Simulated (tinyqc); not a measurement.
Transmission against energy, and which matching rule a chain obeys: heterojunction of two tight-binding chains.

Left chain: hopping -t1, sites at 2 t1 (band bottom 0). Right chain: hopping -t2, sites at dE + 2 t2 (bottom dE). t = c/(m a^2), c = hbar^2/2m0. The bond across the interface is -tc with tc = f sqrt(t1 t2), and the last left site has the extra energy U. In a chain E = bottom + 2t (1 - cos(ka)); the surface Green function of a half chain is g = -exp(ika)/t, with Im k > 0 where cos(ka) > 1.

Constants: hbar^2/2m0 = 3.80998211 eV angstrom^2.

Inputs chosen for the exercise (masses and offset of the size met at InGaAs / InAlAs; the results hold for these values, not for the real material):
- a = 5.65 angstrom (site spacing)
- m1 = 0.044 m0 (mass on the left)
- m2 = 0.072 m0 (mass on the right)
- dE = 0.62 eV (band offset)
- f = 1 (factor on the interface hopping)
- U = 0 eV (extra energy on the last left site)

Chain A is the junction as given; chain B has tc = sqrt(t1 t2) and U = 0; chain C has tc = t2 and U = t2 - t1, the finite-difference form of -d/dx (c/m) d/dx. Continuum formulas T = 4 x y/(x + y)^2 with parabolic k: x, y = k/m on each side (BenDaniel-Duke) or x, y = k (slope continuous).

T:

| E - dE (eV) | E (eV) | chain A | chain B | chain C | k/m matched | k matched |
|---|---|---|---|---|---|---|
| 0.002 | 0.622 | 0.2459 | 0.2459 | 0.1583 | 0.1626 | 0.2522 |
| 0.005 | 0.625 | 0.3600 | 0.3600 | 0.2381 | 0.2443 | 0.3685 |
| 0.010 | 0.630 | 0.4681 | 0.4681 | 0.3187 | 0.3265 | 0.4781 |
| 0.020 | 0.640 | 0.5907 | 0.5907 | 0.4173 | 0.4267 | 0.6017 |
| 0.050 | 0.670 | 0.7572 | 0.7572 | 0.5691 | 0.5800 | 0.7676 |
| 0.200 | 0.820 | 0.9438 | 0.9438 | 0.7933 | 0.8038 | 0.9491 |
| 0.400 | 1.020 | 0.9857 | 0.9857 | 0.8731 | 0.8826 | 0.9878 |

Give the missing row, E - dE (eV) = 0.100, E (eV) = 0.720.

Computed row:
```
E - dE (eV)  E (eV)  chain A  chain B  chain C  k/m matched  k matched
0.100         0.720   0.8661   0.8661   0.6876       0.6988     0.8744
```

Chain C follows the k/m rule within 0.0112 and chain B the plain k rule within 0.0109, while the two rules differ by up to 0.1876: in B the self-energy of the right side is -t1 exp(i k2 a), so only k2 enters, and in C it is -t2 exp(i k2 a), which carries 1/m2. Chain A is chain B here.

tinyqc: `OMP_NUM_THREADS=1 python tinyqc.py 1482773 1482774 out.jsonl`; about 0.01 s, one thread, shared Intel(R) Xeon(R) Processor @ 2.30GHz.
